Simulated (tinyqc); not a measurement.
Stripping the layer step by step: sheet resistance and Hall data of a diffused or implanted layer. Computed by tinyqc, a small Python program. Command: `OMP_NUM_THREADS=1 python tinyqc.py 3000516 3000517 out.jsonl layer walk`. One thread of a shared host (Intel(R) Xeon(R) Processor @ 2.30GHz), about 0.01 s of CPU time with the checks.

Carriers are taken equal to the net active doping down to the junction (full ionisation, which deep dopants in wide-gap hosts do not reach; no spill-over, no depletion), and the Hall factor is 1.

Inputs (values chosen for the exercise, modelled on silicon in GaN):
```
quantity                                 value        unit
mu_min                                    56.2  cm^2/(V s)
mu_max                                     975  cm^2/(V s)
N_ref                                  1.8e+17      1/cm^3
exponent alpha                               1           -
peak concentration N_0                 6.8e+18      1/cm^3
length scale l                              33          nm
background doping N_B (opposite type)  3.4e+15      1/cm^3
```

Profile: complementary error function. Activation: complete.

Constants: e = 1.602176634e-19 C.

Method:
- N(x) = N_0 erfc(x/l), dose N_0 l/sqrt(pi), junction x_j = l erfc^-1(N_B/N_0).
- Mobility mu = mu_min + (mu_max - mu_min)/(1 + (N_t/N_ref)^alpha), N_t = active doping + N_B; carriers n = active doping - N_B, all dopants active.
- Integrals from x_0 (0 unless stated) to x_j by the midpoint rule on 400 even intervals: 1/R_s = e int n mu dx; sheet density n_s = int n dx; Hall sheet density (int n mu dx)^2/int n mu^2 dx; Hall mobility int n mu^2 dx/int n mu dx.
- After removing a depth d the integrals start at d. Differences between neighbouring rows give the local conductivity -d(1/R_s)/dx at the middle of the slice (the last slice uses one more step, not listed).

junction depth x_j = 81.2218 nm

Differential sheet resistance:
```
removed d (nm)   R_s (ohm)  slice conductivity (S/cm)  sigma at mid-slice (S/cm)
0.0             4.1098e+03                     78.476                     78.440
8.1             5.5630e+03                     62.306                     62.206
16.2            7.7346e+03                     48.430                     48.306
24.3            1.1104e+04                     37.412                     37.310
32.4            1.6734e+04                     28.741                     28.697
40.5            2.7414e+04                     21.158                     21.162
48.6            5.1708e+04                     13.700                     13.673
56.7            1.2132e+05                      7.028                      6.924
```

R_s doubles after removing between 16.2 and 24.3 nm of a layer 81.2 nm deep, so half the current flows above that depth. Where sigma exceeds a tenth of its largest listed value, the slice values agree with it within 1 %.

Extremes, crossings and ranges named in words are read from the listed rows.
